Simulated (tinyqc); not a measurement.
Semiconducting tubes compared: carbon nanotube by zone folding.

Circumference C = n a1 + m a2, a = sqrt3 acc; d = a sqrt(n^2 + nm + m^2)/pi; tan(theta) = sqrt3 m/(2n + m); dR = gcd(2n + m, 2m + n); T = t1 a1 + t2 a2 with t1 = (2m + n)/dR, t2 = -(2n + m)/dR, |T| = sqrt3 pi d/dR; N = 2 (n^2 + nm + m^2)/dR hexagons a cell. On cutting line mu = 0 to N - 1 at x = k|T|/(2 pi) the phases are p1 = 2 pi (-t2 mu + m x)/N, p2 = 2 pi (t1 mu - n x)/N, and E = -/+ t |1 + exp(i p1) + exp(i p2)|.

Parameters, chosen for this exercise (out of a larger set: near those used for carbon; not measured data): t = 2.68 eV (hopping); acc = 1.44 angstrom (bond length); tubes = ((7, 0), (16, 5), (16, 3), (11, 6), (8, 1), (11, 4), (15, 10)) (pairs (n, m)).

E11 and E22 are twice the two lowest band edges; the cone gives E11 d = 2 t acc and E22/E11 = 2.

Tubes:
```
"(n,m)",d (angstrom),theta (deg),(n - m) mod 3,E11 (eV),E22 (eV),E11 d/(2 t acc),E22/E11
"(7,0)",5.56,0.0,1,1.3238,2.9746,0.953,2.247
"(16,5)",15.08,13.2,2,0.5175,0.9947,1.011,1.922
"(16,3)",14.05,8.4,1,0.5406,1.1292,0.984,2.089
"(11,6)",11.86,20.4,2,0.6560,1.2665,1.008,1.931
"(8,1)",6.78,5.8,1,1.0962,2.3990,0.963,2.188
"(11,4)",10.68,14.9,1,0.7097,1.4784,0.982,2.083
"(15,10)",17.30,23.4,2,0.4477,0.8801,1.004,1.966
```

What does the comparison show?

E11 follows 1/d first. For mod 1 the scaled E11 lies below one (0.953 to 0.984) and E22/E11 above two (2.083 to 2.247). For mod 2 the scaled E11 lies above one (1.004 to 1.011) and E22/E11 below two (1.922 to 1.966). The largest departure of the scaled E11 is that of (7,0); warping acts as cos(3 theta)/d, most for thin tubes near zigzag. Below about 8 angstrom curvature, left out of zone folding, changes the gaps further.

Program tinyqc; command `OMP_NUM_THREADS=1 python tinyqc.py 1450509 1450510 out.jsonl`; about 0.02 s on one thread of a shared Intel(R) Xeon(R) Processor @ 2.30GHz.
